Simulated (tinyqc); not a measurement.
Diamond against structures with more neighbours: Stillinger-Weber potential for a tetrahedral semiconductor. Computed by tinyqc, a small Python program. Command: `OMP_NUM_THREADS=1 python tinyqc.py 3004169 3004170 out.jsonl swsi walk`. One thread of a shared host (Intel(R) Xeon(R) Processor @ 2.30GHz), about 0.05 s of CPU time with the checks.

With x = r/sigma: pair term eps A (B x^-4 - 1) exp(1/(x - a)); for each pair of neighbours j, k of atom i, three-body term eps lambda exp(gamma/(x_ij - a) + gamma/(x_ik - a)) (cos theta_jik + 1/3)^2; both vanish beyond x = a. A = 7.049556277, B = 0.6022245584, a = 1.8.

Inputs (values chosen for the exercise, modelled on germanium):
```
quantity                    value      unit
energy scale eps            1.889        eV
length scale sigma          2.166  angstrom
three-body strength lambda     32         -
gamma                         1.1         -
```

Method. Each structure is relaxed in its neighbour distance d (lowest minimum for d between sigma and 1.7 sigma), with all neighbours inside the cut-off, second shells too where they fall inside.

Energies per atom (eV):
```
structure     first neighbours  d (angstrom)     pair  three-body    total  volume (angstrom^3)
diamond                      4        2.4313  -3.7780      0.0000  -3.7780               22.126
simple cubic                 6        2.8853  -3.8119      1.4633  -2.3486               24.021
bcc                          8        3.0765  -3.3281      1.3811  -1.9471               22.416
fcc                         12        3.2047  -3.0828      1.3454  -1.7374               23.273
```

What follows from these numbers?

The order is diamond < simple cubic < bcc < fcc, the lowest two 1.429 eV apart. Against diamond the pair energy changes by -0.03 (simple cubic), +0.45 (bcc), +0.70 (fcc) eV, while angles away from 109.47 degrees cost 1.46, 1.38, 1.35 eV; the bonds stretch to 3.20 angstrom in fcc to weaken that penalty.

Extremes, crossings and ranges named in words are read from the listed rows.
